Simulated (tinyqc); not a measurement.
Deformation-potential model of the X valleys of a conduction band, step by step. Values are carried at full precision from step to step, so a last printed digit may differ when a step is redone from the rounded ones.

s11 = (C11 + C12)/((C11 - C12)(C11 + 2 C12)), s12 = -C12/((C11 - C12)(C11 + 2 C12)), s44 = 1/C44; exx = s11 sxx + s12 (syy + szz) and cyclic, exy = s44 sxy/2; tension is positive. A uniaxial stress X along the unit vector n is s_ij = X n_i n_j.

Constants: kB = 8.617333262e-05 eV/K; hbar^2/2m0 = 3.80998211 eV angstrom^2.

Inputs chosen for the exercise (near those of AlAs; shifted at random, so the results belong to these values and not to a real crystal):
- C11 = 118.6 GPa
- C12 = 56.3 GPa
- C44 = 54.8 GPa
- load = uniaxial [110] (kind of stress)
- X = 0.64 GPa (stress)
- Xd = 0.97 eV (dilation potential)
- Xu = 5.6 eV (uniaxial potential)
- T = 150 K (temperature)
- ml = 1.083 m0 (longitudinal mass)
- mt = 0.202 m0 (transverse mass)

## Strain from a uniaxial [110] stress

Form the compliances and the strain.

s11, s12, s44 (1/TPa): 12.1427  -3.9087  18.2482

strain tensor:
```
          x         y          z
x  0.002635  0.002920   0.000000
y  0.002920  0.002635   0.000000
z  0.000000  0.000000  -0.002502
```

## Valley shifts

Valleys with axes along x, y and z, one whole valley each. Herring-Vogt shift of a valley with unit axis a: dE = Xd tr(e) + Xu a.e.a. Non-degenerate shares n_i = exp(-dE_i/kT)/sum_j exp(-dE_j/kT). Inverse mass tensor of a valley: (1 - a a)/mt + a a/ml; the masses are taken as independent of strain.

Apply the Herring-Vogt formula to each valley.

Xd tr(e) = 2.69 meV

a.e.a: x 0.002635, y 0.002635, z -0.002502

shifts dE (meV): x 17.44, y 17.44, z -11.32

The lowest valley is z, 28.8 meV below the highest; the mean shift over all valleys is (Xd + Xu/3) tr(e) = 7.85 meV.

## Shares of the electrons

Boltzmann factors of the shifts.

kT = 12.926 meV

shares: x 0.0888, y 0.0888, z 0.8223

effective number of valley axes, 1/(largest share) = 1.216

## Conductivity mass tensor

With one scattering time for all valleys the conductivity goes as M = sum_i n_i (inverse mass tensor of valley i); along the unit vector u, 1/m_c = u.M.u. Without stress 1/m_c = (1/ml + 2/mt)/3. Take u along [001].

M (1/m0):
```
       x      y      z
x  4.593  0.000  0.000
y  0.000  4.593  0.000
z  0.000  0.000  1.639
```

m_c along [001] = 0.6102 m0
m_c without stress = 0.2772 m0

The repopulation alone changes the mobility along [001] by -54.6 %; with all electrons in the valleys lightest or heaviest along this direction it would change by +37 or -74 %.

## Effective density of states

Each of the 3 whole valleys has m_d = (ml mt^2)^(1/3) and N = 2 (m_d kT/(4 pi c))^(3/2), c = hbar^2/2m0. Counted from the lowest edge, Nc = N x sum_i exp(-(dE_i - dE_min)/kT). 1 angstrom^-3 = 1e24 cm^-3.

m_d = 0.3535 m0
N of one valley = 1.865e+18 cm^-3
Nc under stress = 2.268e+18 cm^-3
Nc without stress = 5.595e+18 cm^-3

## Piezoresistance from repopulation

For small stress d(rho)/rho = pi X. For valleys on the cube axes pi11 = -(2/3) Xu (s11 - s12)/kT x (K - 1)/(2K + 1), pi12 = -pi11/2, pi44 = 0, K = ml/mt. For stress along [110]: pi_l = (pi11 + pi12 + pi44)/2 with the current along it and pi_t = (pi11 + pi12 - pi44)/2 with the current along [1-10]. 1/GPa = 100 x 1e-11/Pa.

K = 5.361

pi11, pi12, pi44 (1e-11/Pa): -172.5  86.2  0.0

pi_l, pi_t for [110] (1e-11/Pa): -43.1  -43.1

Only the transfer between valleys is counted; changes of mass and of intervalley scattering add to it in a real crystal.

## Checks

- Conductivity mass at zero stress against 3/(1/ml + 2/mt): both 0.2771529.
- Piezoresistance coefficients by finite differences against the closed form: largest difference 1.2e-07.

Program tinyqc; command `OMP_NUM_THREADS=1 python tinyqc.py 1081161 1081162 out.jsonl`; about 0.03 s on one thread of a shared Intel(R) Xeon(R) Processor @ 2.30GHz.
